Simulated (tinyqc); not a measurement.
Complex band structure along [001] in sp3s* tight binding: sweeps and comparisons. A value that a table varies takes the place of the one given here.

For k = (0, 0, kz) the phase sums are g0 = cos(phi) and g3 = i sin(phi), phi = kz a/4, and the s, pz, s* orbitals of anion (a) and cation (c) decouple from px, py. With z = exp(i phi), H(z) = H0 + z T + T^T/z for any complex z. H0 is diagonal (Esa, Epa, Exa, Esc, Epc, Exc). The anion-cation block is B(z) = z U + W/z and the cation-anion block z W^T + U^T/z, where U has Vss/2 (s,s), Vsapc/2 (s,z), -Vscpa/2 (z,s), Vxx/2 (z,z), Vxapc/2 (s*,z), -Vpaxc/2 (z,s*), and W has the same values with the s-z and s*-z signs reversed. |z| = 1 is a band state, |z| < 1 decays along [001] as exp(-kappa d) over a distance d, kappa = -(4/a) ln|z|. No spin-orbit coupling.

Inputs chosen for the exercise (near a published set for Ge, fitted to gaps, whose masses and valley positions are rough (light masses up to twice too heavy); the results hold for these values, not for the real material):
- p = (-5.897, 1.612, -5.897, 1.612, 6.378, 6.378, -6.786, 1.612, 4.895, 5.475, 5.475, 5.201, 5.201) eV (order Esa, Epa, Esc, Epc, Exa, Exc, Vss, Vxx, Vxy, Vsapc, Vscpa, Vxapc, Vpaxc)
- a = 5.664 angstrom (lattice constant)
- Eg = 0.771 eV (top of the energy range, the indirect gap)
- dE = 0.5 eV (E - Ev)

## Two branches across an indirect gap

Ev = 0.00000 eV

The smallest kappa with Re kz = 0 and the smallest with Re kz > 0, at energies E from Ev; a dash: no such root.

Decay constants:
```
E/Eg  E (eV)  kappa at Gamma (1/angstrom)  kappa off Gamma (1/angstrom)  its Re kz (2 pi/a)
0.05  0.0386                       0.0223                        0.4072               0.783
0.20  0.1542                       0.0419                        0.3777               0.786
0.35  0.2698                       0.0515                        0.3448               0.790
0.50  0.3855                       0.0562                        0.3074               0.793
0.65  0.5011                       0.0569                        0.2634               0.797
0.80  0.6168                       0.0537                        0.2085               0.802
0.90  0.6939                       0.0487                        0.1604               0.804
0.97  0.7479                       0.0433                        0.1144               0.806
```

What does this show, and why?

The branch at Gamma decays more slowly on all rows listed; the other takes over only closer to its band edge, where its kappa goes to zero. The two differ in Re kz, so passing from one to the other needs kz from an abrupt interface, a steep field, a phonon or a defect. Valleys off the [001] axis, such as L, are not seen on these branches.

## Energy and lattice constant

The slowest root of the s-pz block and the heavy-hole branch, sinh^2(kappa a/4) = ((E - Epa)(E - Epc) - Vxx^2)/(Vxx^2 - Vxy^2), at E = Ev + dE with Ev the lower root of [[Epa, Vxx], [Vxx, Epc]]; the couplings are kept when a changes. Each row changes one parameter from the base and keeps the others.

Results:
```
case                slowest kappa (1/angstrom)  heavy-hole kappa (1/angstrom)
base                                    0.0570                         0.1765
dE = 0.47 eV                            0.0571                         0.1721
a = 5.834 angstrom                      0.0553                         0.1713
```

What does this show?

The largest shifts from the base row, up to three for each result and ties (the steps differ in size, so this ranks the rows, not the parameters). slowest kappa (1/angstrom): a -0.0017, dE +0.0002. heavy-hole kappa (1/angstrom): a -0.0051, dE -0.0043. With the couplings fixed, kappa a stays, so kappa scales as 1/a.

Program tinyqc; command `OMP_NUM_THREADS=1 python tinyqc.py 1482864 1482865 out.jsonl`; about 0.01 s on one thread of a shared Intel(R) Xeon(R) Processor @ 2.30GHz.
